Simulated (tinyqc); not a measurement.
Current of a Schottky diode by thermionic-emission-diffusion theory, and its read-back from I-V-T and C-V data. Changing the mobility mu. Computed by tinyqc, a small Python program. Command: `OMP_NUM_THREADS=1 python tinyqc.py 3028137 3028138 out.jsonl schottky sweep`. One thread of a shared host (Intel(R) Xeon(R) Processor @ 2.30GHz), about 0.01 s of CPU time with the checks.

Full ionisation, no tunnelling, no recombination current. V is the voltage across the junction itself, forward positive.

Inputs (values chosen for the exercise, modelled on n-type Ga2O3):
```
quantity                                     value           unit
Richardson constant A*                        31.8   A/(cm^2 K^2)
effective density of states at 300 K, N_c  3.9e+18         1/cm^3
permittivity eps                              10.2              -
barrier without image force phi_0             1.14             eV
doping N                                     2e+17         1/cm^3
series resistance R_s                          2.4  milliohm cm^2
junction voltage V                            0.35              V
temperature T                                  200              K
```

Barrier: uniform.

Constants: k_B = 8.617333262e-05 eV/K; e = 1.602176634e-19 C; eps_0 = 8.8541878128e-12 F/m.

Method:
- N_c(T) = N_c (T/300 K)^(3/2); V_bi = phi_0 - (k_B T/e) ln(N_c(T)/N); surface field F = sqrt(2 e N (V_bi - V - k_B T/e)/(eps eps_0)); image lowering d_phi = sqrt(e F/(4 pi eps eps_0)); effective barrier phi = phi_0 - d_phi.
- Collection velocity v_R = A* T^2/(e N_c(T)); diffusion velocity v_D = mu F; J = e N_c(T) v_R/(1 + v_R/v_D) exp(-phi/k_B T) [exp(e V/k_B T) - 1].
- Terminal voltage V + J R_s.
- Ideality n = (e/k_B T)/(d ln J/dV) by a central difference of +/- 1 mV; J_0 = J exp(-e V/(n k_B T)); apparent barrier phi_IV = k_B T ln(A* T^2/J_0); a C-V plot gives phi_CV = phi_0, the mean without lowering.

One run for each value:
```
mobility mu (cm^2/(V s))  current density J (A/cm^2)  apparent barrier phi_IV (eV)  ideality factor n  v_D (cm/s)
0.5                                       1.2520e-14                        1.1332             1.0318  1.1396e+05
1.6                                       3.7617e-14                        1.1145             1.0310  3.6467e+05
5                                         9.8885e-14                        1.0984             1.0292  1.1396e+06
16                                        2.0903e-13                        1.0866             1.0260  3.6467e+06
50                                        3.1878e-13                        1.0804             1.0228  1.1396e+07
160                                       3.8401e-13                        1.0778             1.0209  3.6467e+07
500                                       4.0994e-13                        1.0769             1.0201  1.1396e+08
1600                                      4.1910e-13                        1.0766             1.0199  3.6467e+08
5000                                      4.2201e-13                        1.0765             1.0198  1.1396e+09
```

Over the rows, current density J (A/cm^2) rises from 1.25e-14 to 4.22e-13 (exponent d ln y / d ln x 0.95 between the first rows and 0.0061 between the last); apparent barrier phi_IV (eV) falls from 1.13 to 1.08; ideality factor n falls from 1.032 to 1.020. At the high end the exponent of current density J is 0.01, close to 0: thermionic emission limits. Reading a diffusion-limited diode with the thermionic formula overstates the barrier by k_B T ln(1 + v_R/v_D).

Caution (all rows): leakage and recombination would swamp a current this small.
